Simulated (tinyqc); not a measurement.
Worked calculation: thermal and gravitational stress in a wafer during furnace and rapid thermal processing, and the onset of slip. Computed by tinyqc, a small Python program that keeps every step. Command: `OMP_NUM_THREADS=1 python tinyqc.py 3002204 3002205 out.jsonl slip walk`. One thread of a shared host (Intel(R) Xeon(R) Processor @ 2.30GHz), about 0.01 s of CPU time with the checks. Intermediate numbers are printed to about 6 digits and carried at full precision; extremes and crossings named in words are read from the listed rows.

A thin free disc in plane stress, isotropic; T(r) = T_centre + dT (r/R)^n. Stress is positive in tension; sigma_SB = 5.670374419e-8 W/(m^2 K^4), g = 9.80665 m/s^2.

Inputs (values chosen for the exercise, for a model wafer):
```
quantity                              value        unit
wafer radius R                          225          mm
thickness t                             925  micrometre
Young's modulus E                       140         GPa
Poisson ratio nu                       0.21           -
expansion alpha                        4.46      1e-6/K
edge less centre temperature dT         -37           K
exponent n of the profile                16           -
temperature T                          1400           K
prefactor A of the critical stress  0.00039         MPa
energy U of the critical stress        1.04          eV
density rho                            2330      kg/m^3
heat capacity c                         967    J/(kg K)
conductivity k                         23.4     W/(m K)
wafer spacing s                         7.1          mm
ramp rate                               1.3       K/min
radius of the support ring over R      0.51           -
```

Temperature profile: edge zone, power law.

Constants: k_B = 8.617333262e-05 eV/K.

## Thermal stress

With x = r/R: s_rr = alpha E dT (1 - x^n)/(n + 2), s_tt = alpha E dT [1 - (n + 1) x^n]/(n + 2).

Temperature and stresses at r/R = 0, 0.3, 0.5, 0.7, 0.8, 0.9, 0.95, 1:
```
r/R   T - T_centre (K)  s_rr (MPa)  s_tt (MPa)
0.00            0.0000    -1.28349     -1.2835
0.30            0.0000    -1.28349     -1.2835
0.50           -0.0006    -1.28347     -1.2832
0.70           -0.1230    -1.27922     -1.2110
0.80           -1.0415    -1.24736     -0.6693
0.90           -6.8562    -1.04566      2.7597
0.95          -16.2847    -0.71859      8.3198
1.00          -37.0000     0.00000     20.5358
```

hoop stress at the edge = 20.5358 MPa

r/R where s_tt = 0 = 0.837716

The cold edge is stretched; the edge stress is n times that at the centre in size.

## Resolved stress round the edge

At the edge the stress is uniaxial along the tangent d = (cos phi, sin phi, 0) of a (001) wafer; the Schmid factor is the largest |(d.n)(d.b)| over the twelve {111}<110> systems.

Schmid factor and resolved stress at phi = 0, 7.5, 15, 22.5, 30, 37.5 and 45 degrees from [100]:
```
phi from [100] (degrees)  Schmid factor  resolved stress (MPa)
0.0                            0.408248                 8.3837
7.5                            0.454124                 9.3258
15.0                           0.482963                 9.9180
22.5                           0.492799                10.1200
30.0                           0.482963                 9.9180
37.5                           0.454124                 9.3258
45.0                           0.408248                 8.3837
```

The factor is 1/sqrt(6) = 0.408 along <100> and <110> and peaks at 0.4928 at 22.5 degrees, so slip, if any, starts at eight places between these directions.

## Slip criterion

Critical resolved stress tau_c = A exp(U/(k_B T)), a form chosen for the exercise; slip when 0.492799 |s_tt(R)| > tau_c; allowed |dT| = tau_c (n + 2)/(0.492799 n alpha E).

critical stress tau_c = 2.16222 MPa

resolved over critical stress = 4.68039

allowed |dT| = 7.90532 K

Slip is expected.

## Ramp rate in a batch furnace

In a stack heated from the rim, heat flows inward by conduction and by radiation between wafers: k_eff = k + (16/3) sigma_SB T^3 s^2/t (a diffusion estimate with the spacing as path length). A steady ramp gives the parabolic lag dT = rho c (ramp) R^2/(4 k_eff); the allowed ramp uses n = 2.

k_eff = 68.6241 W/(m K)

lag of the centre = 9.00333 K

allowed ramp rate = 2.02926 K/min

Radiation carries 66 % of the inward flow. The ramp is 0.64 of the allowed one.

## Gravity

Own weight q = rho g t on a ring of radius b R, x = r/R: moments of an edge-supported plate, M_r = q R^2 (3 + nu)(1 - x^2)/16 and M_t = q R^2 [(3 + nu) - (1 + 3 nu) x^2]/16, less the uniform moment inside the ring load, q R^2 [(1 - nu)(1 - b^2) - 2 (1 + nu) ln b]/8; stress at the lower face = 6 M/t^2.

stress at the centre = -0.571201 MPa

radial stress at the ring = -0.962741 MPa

hoop stress at the ring = -0.770021 MPa

The largest of these is 0.22 tau_c when halved for shear. Point supports give far higher local stress than a ring.

## Position of the support ring

The formulas are those given above.

Stress at the lower face (MPa):
```
b       centre  radial at ring  hoop at ring  largest in size
0.40  -1.19680        -1.43765      -1.31910          1.43765
0.50  -0.62363        -0.99997      -0.81473          0.99997
0.60  -0.12830        -0.67023      -0.40349          0.67023
0.65   0.09968        -0.53633      -0.22328          0.53633
0.70   0.31790        -0.41972      -0.05665          0.41972
0.75   0.52822        -0.31854       0.09824          0.52822
0.80   0.73213        -0.23130       0.24291          0.73213
0.90   1.12542        -0.09391       0.50626          1.12542
1.00   1.50535         0.00000       0.74095          1.50535
```

Among these rows the largest stress is least, 0.420 MPa, for a ring at 0.7 R, 3.6 times below edge support: the overhang balances the sag of the centre. All values scale as R^2/t.

## Limits against temperature

The formulas are those given above.

For the parabolic profile:
```
T (K)  tau_c (MPa)  allowed |dT| (K)  k_eff (W/(m K))  allowed ramp (K/min)
1050       38.2688           248.738          42.4789               22.2320
1125       17.7852           115.600          46.8662               11.3994
1200        9.0965            59.125          51.8793                6.4540
1275        5.0343            32.722          57.5599                3.9630
1350        2.9755            19.340          63.9496                2.6023
1425        1.8587            12.081          71.0903                1.8071
1500        1.2171             7.911          79.0236                1.3153
```

From 1050 to 1500 K the allowed difference falls 31 times and the allowed ramp 17 times; radiation, which grows as T^3, gives back a factor 1.86. Ramps must slow as the wafer gets hotter.

Checks made by the program: force balance: the hoop stress integrates to zero (added to the edge stress) (relative difference below 1e-10).
